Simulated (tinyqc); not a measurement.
MESFET, gradual channel with velocity saturation: output curve.

A uniformly doped n-type channel, depleted from the top by a Schottky gate; at channel potential V the depleted share of a is u = sqrt((Vbi - Vg + V)/Vp), s at the source. Electrons drift with v = mu E/(1 + mu E/vsat). Abrupt depletion edge, no series resistance, source at 0.

Vbi = phiB - Vt ln(Nc/Nd); Vp = q Nd a^2/(2 eps0 eps_r); G0 = q mu Nd a W/L; Z = mu Vp/(vsat L); s = sqrt((Vbi - Vg)/Vp). I = (G0 Vp/3) F/(1 + Z (u^2 - s^2)), F = 3 (u^2 - s^2) - 2 (u^3 - s^3), with u at V = Vd; Z = 0 gives constant mobility, for which u stops at 1. The current peaks at u = um, the root of (1 - u)(1 + Z (u^2 - s^2)) = Z F/3; beyond Vdsat = Vp (um^2 - s^2) it is held at that value.

Inputs (values chosen for the exercise); material values close to those of indium phosphide:

| symbol | value | unit | meaning |
|---|---|---|---|
| T | 300 | K | temperature |
| eps_r | 12.3 |  | relative permittivity of the semiconductor |
| Nc | 5.63e17 | cm^-3 | conduction-band density of states at T |
| Nd | 2.2e16 | cm^-3 | donor density of the channel |
| a | 380 | nm | channel thickness |
| mu | 3400 | cm^2/(V s) | low-field mobility at this doping |
| vsat | 1e7 | cm/s | saturation velocity |
| L | 10 | um | gate length |
| W | 50 | um | gate width |
| phiB | 0.78 | V | Schottky barrier |
| Vg | 0 | V | gate voltage |

Constants: q = 1.602176634e-19 C, kB = 1.380649e-23 J/K, Vt = kB T/q, eps0 = 8.8541878128e-14 F/cm where lengths are in cm. Results are converted to the units shown.

Result of one run:
```
Vd (V)  u (at most 1)  I for Z = 0 (mA)   I (mA)
1.9            1.0000           0.76524  0.51058
```

What becomes of these results when the drain voltage Vd is changed from 1.9 to 1.1 V, all else the same?

Result of the changed run:
```
Vd (V)  u (at most 1)  I for Z = 0 (mA)   I (mA)
1.1           0.87673           0.69103  0.50293
```

The whole series:
```
Vd (V)  u (at most 1)  I for Z = 0 (mA)   I (mA)
0.3           0.65292           0.27258  0.24735
0.5           0.71547           0.41618  0.35571
0.7           0.77297           0.53250  0.43013
0.9           0.82648           0.62357  0.47746
1.1           0.87673           0.69103  0.50293
1.3           0.92426           0.73625  0.51058
1.5           0.96945           0.76037  0.51058
1.7            1.0000           0.76524  0.51058
1.9            1.0000           0.76524  0.51058
```

With constant mobility the current rises from 0.273 to 0.765 mA and saturates at pinch-off, Vd = 1.64 V; with Z = 0.795 it saturates at 1.30 V and 0.511 mA. The two differ by 9.3 % in the first row and 33 % in the last.

Computed by the program tinyqc: `OMP_NUM_THREADS=1 python tinyqc.py 2500021 2500022 out.jsonl`, one thread of a shared Intel Xeon 2.30GHz, about 0.04 s for the whole run.
